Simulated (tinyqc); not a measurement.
Coherent transport through a tight-binding region between two chains, step by step. Computed by tinyqc, a small Python program that keeps every step. Settings: temperature = 300, mu = -0.45. Command: `OMP_NUM_THREADS=1 python tinyqc.py 28697 28698 out.jsonl` (the two numbers bound the seeds that draw the settings). One thread of a shared host (Intel(R) Xeon(R) Processor @ 2.60GHz), about 0.09 s of CPU time with the checks.

## Transmission at E = 0.15 eV

H of the central region (eV), lower triangle:
```
         1        2        3       4
1   0.0000
2  -1.3100   0.0000
3   0.0000  -1.6700   0.0000
4   0.0000   0.0000  -2.0600  0.0000
```

Leads: semi-infinite chains with site energy 0:
```
parameter                           value
lead hopping t (eV)              2.520000
coupling to the left lead (eV)   1.440000
coupling to the right lead (eV)  0.640000
left contact site                       1
right contact site                      4
```

E = 0.1500 eV

Surface Green function g = (E - i sqrt(4 t^2 - E^2)) / (2 t^2); self-energy tc^2 g on each contact site; G = (E - H - Sigma)^(-1); Gamma = -2 Im Sigma; T = Gamma_L Gamma_R |G_LR|^2; local density of states -Im G_ii / pi.

g = 0.0118-0.3966i 1/eV

G (1/eV), lower triangle:
```
                 1                2                3                4
1  -0.1290-0.0765i
2   0.7277+0.0883i  -0.0143-0.4654i
3   0.0358+0.0520i   0.0292-0.0275i  -0.0307-0.0384i
4  -0.5925-0.0754i   0.0094+0.3793i   0.4640+0.0251i  -0.0414-0.3093i
```

local density of states (1/eV): 0.0243  0.1481  0.0122  0.0984

transmission = 0.1907

## Transmission across the band

The same steps on a grid of energies.

T(E):
```
E (eV)            T
-4.788000  1.54e-05
-4.309200  1.31e-04
-3.830400    0.0008
-3.351600    0.0083
-2.872800    0.7450
-2.394000    0.0935
-1.915200    0.0814
-1.436400    0.1704
-0.957600    0.3646
-0.478800    0.2445
0.000000     0.1854
0.478800     0.2445
0.957600     0.3646
1.436400     0.1704
1.915200     0.0814
2.394000     0.0935
2.872800     0.7450
3.351600     0.0083
3.830400     0.0008
4.309200   1.31e-04
4.788000   1.54e-05
```

levels of the isolated region (eV): -2.7959  -0.9652  0.9652  2.7959

## Current

I = (2e/h) int T(E) [f(E - mu - V/2) - f(E - mu + V/2)] dE at 300 K with mu = -0.45 eV, the bias not changing H; 2e^2/h = 77.48092 microsiemens; the integral runs over the band on 4001 points.

Current:
```
V (volt)  I (microampere)
0.0100             0.1843
0.0500             0.9217
0.1000             1.8449
0.2000             3.7021
0.4000             7.4975
0.8000            15.5909
```
